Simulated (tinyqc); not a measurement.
From results back to parameters: Landau levels with Rashba coupling.

Problem. At B = 0 the two Rashba branches E = c k^2/m +/- aR k (c = hbar^2/2m0) share one Fermi level: k_- - k_+ = 2 kR with kR = aR m/(2c), n_+/- = k^2/(4 pi). Their densities, read from the beating of the oscillations, were computed from a hidden aR; 1/angstrom^2 = 1e16/cm^2.

Constants: hbar^2/2m0 = 3.80998211 eV angstrom^2.

Inputs chosen for the exercise (out of a larger set: near those of an asymmetric GaAs well; not measured data): m = 0.0703 m0 (mass).

n_- = 1.76560 x 1e11/cm^2
n_+ = 0.93440 x 1e11/cm^2

Find: k_-; k_+; aR.

Solution. k = sqrt(4 pi n) for each branch, and aR = c (k_- - k_+)/m.

k_- = 0.01490 1/angstrom
k_+ = 0.01084 1/angstrom
aR = 0.22 eV angstrom

Program tinyqc; command `OMP_NUM_THREADS=1 python tinyqc.py 1281124 1281125 out.jsonl`; about 0.02 s on one thread of a shared Intel(R) Xeon(R) Processor @ 2.30GHz.
